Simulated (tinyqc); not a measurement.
p-i-n junction, non-linear Poisson equation by Newton steps: one step of the calculation.

One dimension, p side on the left, n side on the right; net doping C = -Na for x < 0, 0 for 0 < x < Li and +Nd beyond. The potential psi is counted from the intrinsic level, and the quasi-Fermi potentials are flat: 0 for holes and -V for electrons, so n = ni exp((psi + V)/Vt) and p = ni exp(-psi/Vt) (Boltzmann statistics, full ionisation, no current).

Problem. Converged densities, field and charge. n and p as above; field E_i = -(psi_(i+1) - psi_i)/h_i on each interval; charge on either side of the peak Q = eps0 eps_r |E|max (Gauss).

Parameters, values chosen for the exercise; band and dielectric values close to those of gallium phosphide: temperature T = 250 K; relative permittivity eps_r = 11.1; bias of the p side against the n side V = 0 V.

Constants: q = 1.602176634e-19 C, kB = 1.380649e-23 J/K, Vt = kB T/q, eps0 = 8.8541878128e-14 F/cm where lengths are in cm. Results are converted to the units shown.

x, node 0 to 16 (nm): [-40.3, -32.9, -26.2, -20.2, -14.8, -9.99, -5.65, -1.75, 1.75, 7.48, 16.8, 32.2, 57.2, 98.3, 165, 275, 455]
converged psi, node 0 to 16 (V): [-1.0987378, -1.0987324, -1.0987020, -1.0985408, -1.0978018, -1.0949312, -1.0855256, -1.0614630, -1.0172884, -0.9462465, -0.8308201, -0.6400957, -0.3304782, 0.1785330, 1.0045925, 1.0431600, 1.0434803]
net doping C, node 0 to 16 (cm^-3): [-1.3e18, -1.3e18, -1.3e18, -1.3e18, -1.3e18, -1.3e18, -1.3e18, -1.3e18, 0, 0, 0, 0, 0, 0, 1e17, 1e17, 1e17]
ni = 9.2122064e-5 cm^-3

Find: n; p; field E; peak |E|; charge Q.

Solution.

n, node 0 to 16 (cm^-3): [6.5281e-27, 6.5297e-27, 6.5389e-27, 6.5880e-27, 6.8179e-27, 7.7897e-27, 1.2054e-26, 3.6831e-26, 2.8624e-25, 7.7424e-24, 1.6435e-21, 1.1497e-17, 2.0055e-11, 0.36596, 1.6446e16, 9.8524e16, 1.0000e17]
p, node 0 to 16 (cm^-3): [1.3000e18, 1.2997e18, 1.2978e18, 1.2882e18, 1.2447e18, 1.0894e18, 7.0404e17, 2.3042e17, 2.9648e16, 1.0961e15, 5.1637e12, 7.3812e8, 423.17, 2.3190e-8, 5.1602e-25, 8.6136e-26, 8.4865e-26]
field E, interval 0 to 15 (kV/cm): [-0.01, -0.05, -0.27, -1.37, -5.97, -21.67, -61.70, -126.21, -123.98, -123.85, -123.85, -123.85, -123.85, -123.85, -3.51, -0.02]
peak |E| = 126.21 kV/cm
charge Q = 124.04 nC/cm^2

Numbers from tinyqc (`OMP_NUM_THREADS=1 python tinyqc.py 2000144 2000145 out.jsonl`; about 0.07 s on one thread of a shared Intel Xeon 2.30GHz).
